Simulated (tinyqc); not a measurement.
Sweep of the shear strain: two-band k.p model of the Delta valleys near the X point under shear strain.

Valley pair on the [001] axis, kz counted from the X point, c = hbar^2/2m0, k0 = kx0 2 pi/a. H = (c kz^2/ml + c (kx^2 + ky^2)/mt + c k0^2/ml) 1 + (2 c k0 kz/ml) sigma_z + (D exy - 2 c kx ky/Mp) sigma_x, so E = c kz^2/ml + c (kx^2 + ky^2)/mt + c k0^2/ml -/+ sqrt((2 c k0 kz/ml)^2 + (D exy - 2 c kx ky/Mp)^2). Without strain the lower band has its minima, E = 0, at kz = +/- k0. Shifts from diagonal strain are left out.

For |eta| < 1: k_min = k0 sqrt(1 - eta^2), E_min = -Delta eta^2/2, ml(eta) = ml/(1 - eta^2), 1/m[110] = 1/mt + eta/Mp, 1/m[1-10] = 1/mt - eta/Mp. For |eta| > 1 the minimum sits at X: E_min = -Delta (2 |eta| - 1)/2, ml(eta) = ml/(1 - 1/|eta|), and eta is replaced by its sign in the transverse masses. Here Delta = 2 c k0^2/ml and eta = D exy/Delta.

Constants: hbar^2/2m0 = 3.80998211 eV angstrom^2.

Values chosen for the exercise (near those of Si; shifted at random, so the results belong to these values and not to a real crystal):
- a = 5.436 angstrom (lattice constant)
- ml = 0.898 m0 (longitudinal mass)
- mt = 0.198 m0 (transverse mass)
- kx0 = 0.153 2 pi/a (distance of the minimum from X)
- D = 12.9 eV (shear deformation potential)
- Mp = 0.246 m0 (coupling mass)

Delta = 2 c k0^2/ml, eta = D exy/Delta.

The minimum:

| exy | eta | k_min/k0 | E_min (meV) | ml(eta) | m[110] | m[1-10] | density-of-states mass |
|---|---|---|---|---|---|---|---|
| 0.0000 | 0.000 | 1.000 | 0.0 | 0.898 | 0.1980 | 0.1980 | 0.328 |
| 0.0051 | 0.248 | 0.969 | -8.2 | 0.957 | 0.1651 | 0.2474 | 0.339 |
| 0.0103 | 0.501 | 0.866 | -33.3 | 1.198 | 0.1411 | 0.3317 | 0.383 |
| 0.0154 | 0.749 | 0.663 | -74.4 | 2.043 | 0.1236 | 0.4982 | 0.501 |
| 0.0185 | 0.899 | 0.437 | -107.3 | 4.695 | 0.1149 | 0.7169 | 0.728 |
| 0.0247 | 1.201 | 0.000 | -185.9 | 5.373 | 0.1097 | 1.0148 | 0.843 |
| 0.0329 | 1.599 | 0.000 | -291.7 | 2.396 | 0.1097 | 1.0148 | 0.644 |

Give the missing row, exy = 0.0021.

Computed row:
```
exy       eta  k_min/k0  E_min (meV)  ml(eta)  m[110]  m[1-10]  density-of-states mass
0.0021  0.102     0.995         -1.4    0.907  0.1830   0.2157                   0.330
```

The valleys reach X at eta = 1, that is exy = 0.0206. The shift is quadratic up to eta = 1 (-8.2 meV at eta = 0.25, -33.3 meV at 0.50) and linear beyond, while 1/m[110] rises linearly, taking m[110] from 0.198 to its floor 0.1097, a gain of 80 % in 1/m. ml(eta) diverges at eta = 1; the largest value listed is 5.37. A deformation-potential model with fixed masses misses all of this.

Program tinyqc; command `OMP_NUM_THREADS=1 python tinyqc.py 1080605 1080606 out.jsonl`; about 0.01 s on one thread of a shared Intel(R) Xeon(R) Processor @ 2.30GHz.
